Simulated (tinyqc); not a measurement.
Surface Green function of a zigzag honeycomb ribbon two chains wide, Sancho-Rubio decimation: one step of the calculation.

A semi-infinite lead of cells 0, 1, 2, ... with H0 inside a cell and H1 = <cell i|H|cell i + 1>. Cell of four sites joined 1-2-3-4 by -t; site 2 joins site 1 of the next cell and site 3 joins site 4 of the next cell. z = E + i eta.

Problem. Self-energy, Dyson check and densities of states. Sigma = H1 g_s H1^dagger is what the lead adds to one more cell, and (z - H0 - Sigma)^(-1) must give g_s back. Densities of states: -Im of the diagonals over pi.

Values chosen for this exercise:
```
symbol  value  unit     meaning
E        3.28    eV      energy
eta      0.01    eV  broadening
```

H0 (eV):

|  | 1 | 2 | 3 | 4 |
|---|---|---|---|---|
| 1 | 0.16 | -2.7 | 0 | 0 |
| 2 | -2.7 | -0.16 | -2.7 | 0 |
| 3 | 0 | -2.7 | 0.16 | -2.7 |
| 4 | 0 | 0 | -2.7 | -0.16 |

H1 (eV):

|  | 1 | 2 | 3 | 4 |
|---|---|---|---|---|
| 1 | 0 | 0 | 0 | 0 |
| 2 | -2.7 | 0 | 0 | 0 |
| 3 | 0 | 0 | 0 | -2.7 |
| 4 | 0 | 0 | 0 | 0 |

converged surface Green function g_s (1/eV):

|  | 1 | 2 | 3 | 4 |
|---|---|---|---|---|
| 1 | 0.23558277-0.22872356i | 0.09729427+0.26343025i | -0.23456589+0.08629858i | 0.18390849-0.06826897i |
| 2 | 0.09729427+0.26343025i | -0.11145327-0.30476864i | 0.27137354-0.09885404i | -0.21276933+0.07820744i |
| 3 | -0.23456589+0.08629858i | 0.27137354-0.09885404i | -0.12298444-0.33599000i | 0.09729427+0.26343025i |
| 4 | 0.18390849-0.06826897i | -0.21276933+0.07820744i | 0.09729427+0.26343025i | 0.21373013-0.20738342i |

converged bulk Green function (1/eV):

|  | 1 | 2 | 3 | 4 |
|---|---|---|---|---|
| 1 | 0.00124035-0.27122688i | 0.18396627+0.15670657i | -0.00070419+0.11339307i | 0.00058797-0.17800246i |
| 2 | 0.18396627+0.15670657i | -0.00072458-0.33131032i | 0.00213394+0.10870344i | -0.00066935+0.10284478i |
| 3 | -0.00070419+0.11339307i | 0.00213394+0.10870344i | -0.00090781-0.36529028i | 0.18396627+0.15670657i |
| 4 | 0.00058797-0.17800246i | -0.00066935+0.10284478i | 0.18396627+0.15670657i | 0.00119832-0.24599635i |

Wanted: Sigma; (z - H0 - Sigma)^(-1); surface density of states; bulk density of states.

Solution.

Sigma (eV):

|  | 1 | 2 | 3 | 4 |
|---|---|---|---|---|
| 1 | 0.0000+0.0000i | 0.0000+0.0000i | 0.0000+0.0000i | 0.0000+0.0000i |
| 2 | 0.0000+0.0000i | 1.7174-1.6674i | 1.3407-0.4977i | 0.0000+0.0000i |
| 3 | 0.0000+0.0000i | 1.3407-0.4977i | 1.5581-1.5118i | 0.0000+0.0000i |
| 4 | 0.0000+0.0000i | 0.0000+0.0000i | 0.0000+0.0000i | 0.0000+0.0000i |

(z - H0 - Sigma)^(-1) (1/eV):

|  | 1 | 2 | 3 | 4 |
|---|---|---|---|---|
| 1 | 0.23558-0.22872i | 0.09729+0.26343i | -0.23457+0.08630i | 0.18391-0.06827i |
| 2 | 0.09729+0.26343i | -0.11145-0.30477i | 0.27137-0.09885i | -0.21277+0.07821i |
| 3 | -0.23457+0.08630i | 0.27137-0.09885i | -0.12298-0.33599i | 0.09729+0.26343i |
| 4 | 0.18391-0.06827i | -0.21277+0.07821i | 0.09729+0.26343i | 0.21373-0.20738i |

| orbital | surface density of states (1/eV) | bulk density of states (1/eV) |
|---|---|---|
| 1 | 0.07280 | 0.08633 |
| 2 | 0.09701 | 0.10546 |
| 3 | 0.10695 | 0.11628 |
| 4 | 0.06601 | 0.07830 |

Computed by the program tinyqc: `OMP_NUM_THREADS=1 python tinyqc.py 2680022 2680023 out.jsonl`, one thread of a shared Intel Xeon 2.30GHz, about 0.04 s for the whole run.
